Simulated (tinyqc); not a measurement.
# Reverse leakage of an n+-p junction: diffusion, generation, trap-assisted and band-to-band tunnelling: leakage components against the temperature

One-sided abrupt junction in the depletion approximation, x from the junction (0) to W on the p side, field F = F0 (1 - x/W). Flat quasi-Fermi levels, long p side. Traps generate through SRH with both lifetimes shortened by 1 + Gamma (Hurkx enhancement, form for moderate fields); band-to-band generation is local and needs a total bending above Eg.

Nc and Nv are given at 300 K and scale as (T/300 K)^1.5; all else is held fixed. ni = sqrt(Nc Nv) exp(-Eg/(2 Vt)), Eg in volts; Vbi = Vt ln(Na Nd/ni^2); W = sqrt(2 eps0 eps_r (Vbi + VR)/(q Na)); F0 = 2 (Vbi + VR)/W; FG = sqrt(24 mt m0 (kB T)^3)/(q hbar); J_diff = q ni^2 sqrt(Dn/tau)(1 - exp(-VR/Vt))/Na. u = (Vbi + VR)(1 - x/W)^2, p = Na exp(-u/Vt), n = Nd exp((u - Vbi - VR)/Vt); G0 = ni^2 (1 - exp(-VR/Vt))/(tau (n + p + 2 ni cosh(Et/Vt))); Gamma = 2 sqrt(3 pi)(F/FG) exp((F/FG)^2); trap-assisted part G0 Gamma; G_bb = Ab F^2.5 exp(-Bb/F) with F in V/cm, zero unless Vbi + VR > Eg. Currents are q times the integrals over 0 to W; J_bb under 1e-8 of J is printed as 0; rows with F0/FG above 2.2, beyond the range of this Gamma, are left out.

Values chosen for this exercise; band and dielectric values close to those of gallium arsenide:
```
symbol,value,unit,meaning
Eg,1.4,eV,band gap
eps_r,13,,relative permittivity
Nc,4.33e17,cm^-3,conduction-band density of states at the reference temperature
Nv,9.11e18,cm^-3,valence-band density of states at the reference temperature
Na,1.8e17,cm^-3,acceptor density of the lighter side
Nd,1e19,cm^-3,donor density of the heavier side
tau,3e-6,s,SRH lifetime of both carriers at zero field
Et,0,eV,trap level above the intrinsic level
mt,0.088,m0,tunnelling mass
Dn,4.5,cm^2/s,electron diffusion coefficient on the lighter side
Ab,1.1e16,cm^-0.5 V^-2.5 s^-1,band-to-band prefactor
Bb,1.62e7,V/cm,band-to-band field constant
VR,2.8,V,reverse bias
```

Constants: q = 1.602176634e-19 C, kB = 1.380649e-23 J/K, hbar = 1.054571817e-34 J s, m0 = 9.1093837015e-31 kg, Vt = kB T/q, eps0 = 8.8541878128e-14 F/cm where lengths are in cm. Results are converted to the units shown.

Result of one run:

| F0 (kV/cm) | F0/FG | J_diff (A/cm^2) | J_SRH (A/cm^2) | J_TAT (A/cm^2) | J_bb (A/cm^2) | J (A/cm^2) | largest part |
|---|---|---|---|---|---|---|---|
| 456 | 1.35 | 2.34e-14 | 1.21e-9 | 1.66e-8 | 4.07e-11 | 1.78e-8 | trap-assisted tunnelling |

Which temperature T gave this result: 310, 340, 400 or 430 K?

T = 400 K.

The whole series:

| T (K) | F0 (kV/cm) | F0/FG | J_diff (A/cm^2) | J_SRH (A/cm^2) | J_TAT (A/cm^2) | J_bb (A/cm^2) | J (A/cm^2) | largest part |
|---|---|---|---|---|---|---|---|---|
| 310 | 457 | 1.99 | 8.24e-20 | 2.23e-12 | 1.61e-10 | 4.78e-11 | 2.11e-10 | trap-assisted tunnelling |
| 340 | 457 | 1.73 | 1.11e-17 | 2.60e-11 | 9.02e-10 | 4.55e-11 | 9.73e-10 | trap-assisted tunnelling |
| 370 | 456 | 1.52 | 6.88e-16 | 2.06e-10 | 4.21e-9 | 4.31e-11 | 4.46e-9 | trap-assisted tunnelling |
| 400 | 456 | 1.35 | 2.34e-14 | 1.21e-9 | 1.66e-8 | 4.07e-11 | 1.78e-8 | trap-assisted tunnelling |
| 430 | 455 | 1.21 | 4.94e-13 | 5.58e-9 | 5.61e-8 | 3.84e-11 | 6.17e-8 | trap-assisted tunnelling |

J rises from 2.11e-10 to 6.17e-8 A/cm^2. Trap-assisted tunnelling leads at T = 310 and in all other rows. Activation energies over the table: 1.49 eV for diffusion (Eg = 1.4 eV, raised by the T^3 of ni^2), 0.749 eV for SRH generation (Eg/2 + |Et| = 0.700 eV), 0.560 eV for the trap-assisted part, lower since Gamma grows on cooling; the total shows 0.462 eV at the cold end and 0.614 eV at the hot end.

Range of the model: The n+ side is degenerate, so Vbi from Boltzmann statistics is only a guide.

Computed by the program tinyqc: `OMP_NUM_THREADS=1 python tinyqc.py 2290020 2290021 out.jsonl`, one thread of a shared Intel Xeon 2.30GHz, about 0.01 s for the whole run.
